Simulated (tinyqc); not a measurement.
Moment against band filling: Stoner model of a band ferromagnet.

Density of states per atom and spin: flat with a rise to the top, D(e) = (M/W) [1 - sp + 4 sp (e/W + 1/2)^3]. Levels e -/+ I m/2 for up and down spin, m = n_up - n_down, n_up + n_down = nd. At zero temperature e(N) is the energy below which N states lie, and E(m) = sum over spins of integral e D de - I m^2/4.

Values chosen for the exercise:

| symbol | value | unit | meaning |
|---|---|---|---|
| W | 5.6 | eV | band width, e from -W/2 to W/2 |
| M | 5 |  | states per atom and spin |
| sp | 0.28 |  | shape parameter |
| I | 0.94 | eV | Stoner parameter |

Rigid band, I fixed: a Slater-Pauling curve.

Results:

| nd | I D(EF) | m (muB) | m_max |
|---|---|---|---|
| 3.0 | 0.667 | 0.000 | 3.0 |
| 4.0 | 0.741 | 0.000 | 4.0 |
| 5.0 | 0.842 | 0.000 | 5.0 |
| 6.0 | 0.963 | 0.000 | 4.0 |
| 6.5 | 1.030 | 2.883 | 3.5 |
| 7.0 | 1.099 | 3.000 | 3.0 |
| 7.5 | 1.170 | 2.500 | 2.5 |
| 8.0 | 1.243 | 2.000 | 2.0 |
| 8.5 | 1.317 | 1.500 | 1.5 |
| 9.0 | 1.392 | 1.000 | 1.0 |
| 9.5 | 1.468 | 0.500 | 0.5 |

What does the comparison show?

Magnetic fillings among those listed: 6.5, 7.0, 7.5, 8.0, 8.5, 9.0 and 9.5; the largest moment is 3.00 at nd = 7. At 7.0, 7.5, 8.0, 8.5, 9.0 and 9.5 the moment is saturated and follows m_max, changing by one per electron.

(tinyqc, `OMP_NUM_THREADS=1 python tinyqc.py 1652127 1652128 out.jsonl`, Intel(R) Xeon(R) Processor @ 2.30GHz, 1 thread, shared host, about 0.3 s.)
